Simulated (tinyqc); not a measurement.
Mesh and choice of bands: charge neutrality level from zone-averaged pseudopotential bands.

Empirical pseudopotential on the fcc lattice, atoms at +/- tau, tau = a (1,1,1)/8, no spin-orbit coupling. H(G,G') = c (2 pi/a)^2 |k + G|^2 delta + VS(q) cos(q.tau) + i VA(q) sin(q.tau), q = G - G', c = hbar^2/2m0; k and G in units of 2 pi/a; VS at |q|^2 = 3, 8, 11 and VA at 3, 4, 11, in rydberg, zero elsewhere. At each k the basis holds all G with |k + G|^2 up to 16; energies are counted from the fourth level at Gamma.

Mesh: k = sum_i (n_i + 1/2)/N b_i, n_i = 0 ... N - 1, b = (-1,1,1), (1,-1,1), (1,1,-1); points with the same sorted |kx|, |ky|, |kz| after folding to the shortest k + G are joined, with their count as weight. Neutrality (branch-point) level: E_N = (1/2) mean over k of [E5 + (E3 + E4)/2], E_n the n-th level from below.

Constants: hbar^2/2m0 = 3.80998211 eV angstrom^2; Ry = 13.60569312 eV.

Values chosen for the exercise (out of a larger set: classic local form factors of the size used for Ge, without spin-orbit coupling; not measured data): a = 5.674 angstrom (lattice constant); VS = (-0.233, 0.011, 0.06) Ry (symmetric form factors); VA = (0, 0, 0) Ry (antisymmetric form factors).

E_N with E5 alone, and with (E5 + E6)/2 in its place.

Results:
```
N,joined points,E_N (eV),"E_N, two conduction bands (eV)"
1,1,-0.0409,0.7692
2,2,-0.0988,0.6187
3,6,0.1536,0.5255
4,10,0.1249,0.5429
5,19,0.1387,0.5333
```

What can be read from this table?

For scale, the lowest gap of this set is 1.01 eV. Against N = 5 the errors are -180, -238, +15 and -14 meV for N = 1 to 4 (N = 1 is the L point alone). Taking the second conduction band in moves E_N by +0.39 eV, more than the mesh error at N = 2: the definition, not the mesh, limits the estimate. Local form factors place the indirect gaps only to a few tenths of an eV, and E_N moves with them.

Computed by tinyqc, a small Python program: `OMP_NUM_THREADS=1 python tinyqc.py 1850363 1850364 out.jsonl` (the numbers bound the seed that draws the inputs); one thread of a shared host (Intel(R) Xeon(R) Processor @ 2.30GHz), about 0.09 s for the whole set of steps.
